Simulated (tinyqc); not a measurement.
Worked calculation: Haynes-Shockley experiment: drift, diffusion and decay of a minority-carrier pulse. Computed by tinyqc, a small Python program that keeps every step. Command: `OMP_NUM_THREADS=1 python tinyqc.py 3113327 3113328 out.jsonl haynes walk`. One thread of a shared host (Intel(R) Xeon(R) Processor @ 2.30GHz), about 0.01 s of CPU time with the checks. Intermediate numbers are printed to about 6 digits and carried at full precision; extremes and crossings named in words are read from the listed rows.

A thin sheet of excess carriers is made at x = 0, t = 0 in a long uniform bar; injection is low, so the pulse moves with the minority mobility.

Inputs (values chosen for the exercise, modelled on electrons in p-type silicon in a lightly doped bar): minority mobility mu = 1340 cm^2/(V s); lifetime tau = 60 microsecond; temperature T = 250 K; field F = 3.2 V/cm; distance d to the collector = 0.53 cm; second distance d2 = 1.1 cm; injected sheet density N0 = 3.4e+10 1/cm^2.

Constants: k_B = 8.617333262e-05 eV/K.

## Transport coefficients

D = mu k_B T/e, v = mu F. Transit time d/v, diffusion length sqrt(D tau), drift length v tau, Peclet number v d/D = e F d/(k_B T).

D = 28.8681 cm^2/s

drift velocity v = 4288 cm/s

transit time d/v = 123.601 microsecond

diffusion length = 416.183 micrometre

drift length v tau = 0.25728 cm

Peclet number = 78.7251

The pulse must travel 2.06 drift lengths.

## The signal at the collector

dn(x, t) = N0/sqrt(4 pi D t) exp(-(x - v t)^2/(4 D t) - t/tau). At fixed x the signal peaks where d ln(dn)/dt = 0: a t^2 + t/2 - x^2/(4 D) = 0 with a = v^2/(4 D) + 1/tau. The full width at half maximum is found by solving dn(x, t) = peak/2 on both sides of the peak.

time of the peak t_p = 116.187 microsecond

peak density = 2.21505e+10 1/cm^3

width at half maximum = 42.7159 microsecond

The peak comes 6.0 % before d/v, since spreading and recombination both weaken the later part of the pulse.

## Shape in time

Times are 0.7, 0.8, 0.9, 0.95, 1, 1.05, 1.1, 1.2 and 1.4 t_p.

Signal at d:
```
t/t_p  t (microsecond)  dn (1/cm^3)  dn/peak
0.70            81.331  1.54385e+09  0.06970
0.80            92.949  7.86618e+09  0.35512
0.90           104.568  1.76001e+10  0.79457
0.95           110.377  2.09766e+10  0.94700
1.00           116.187  2.21505e+10  1.00000
1.05           121.996  2.10861e+10  0.95195
1.10           127.805  1.83543e+10  0.82862
1.20           139.424  1.11205e+10  0.50204
1.40           162.661  2.08925e+09  0.09432
```

At 0.9 and 1.1 t_p the signal is 0.795 and 0.829 of its peak: the trailing side is the wider one.

## Simple reading of the pulse

With w the full width at half maximum: mu = d/(F t_p); D = (w d)^2/(16 ln2 t_p^3); Einstein ratio D/mu against k_B T/e.

apparent mobility = 1425.51 cm^2/(V s)

apparent D = 29.4656 cm^2/s

apparent D/mu = 20.6703 mV

error of mu = 6.38114 %

error of D = 2.07001 %

The true k_B T/e is 21.54 mV.

## Two distances

Differences remove part of the bias: mu = (d2 - d)/(F (t_p2 - t_p)). The time-integrated signal is A(x) = (N0/u) exp(x (v - u)/(2 D)), u = sqrt(v^2 + 4 D/tau); the simple lifetime is tau = (t_p2 - t_p)/ln(A(d)/A(d2)).

t_p2 = 242.657 microsecond

mobility from two distances = 1408.43 cm^2/(V s)

area ratio A(d)/A(d2) = 8.67427

lifetime from areas = 58.5413 microsecond

Errors: mobility +5.11 % (one distance +6.38 %), lifetime -2.43 %.

## How the errors depend on the field

With w that width: mu = d/(F t_p); D = (w d)^2/(16 ln2 t_p^3). The field is scaled by the factors listed.

Errors of the simple reading:
```
factor  F (V/cm)    v d/D  v^2 tau/(4 D)  error of mu (%)  error of D (%)
0.5         1.60   39.363          2.388          21.6757         3.68550
0.7         2.24   55.108          4.681          11.9935         2.83312
1.0         3.20   78.725          9.554           6.3811         2.07001
1.5         4.80  118.088         21.496           3.1499         1.41269
2.5         8.00  196.813         59.712           1.3433         0.85728
4.0        12.80  314.900        152.863           0.6446         0.53755
7.0        22.40  551.075        468.144           0.2884         0.30745
```

The error of mu falls from 21.7 to 0.288 %. For large v d/D it is about D/(v d) + 2 D/(v^2 tau), here 0.288 % in the last row: one part from spreading, one from recombination.

Checks made by the program: area of the signal against its closed form (relative difference below 1e-10).
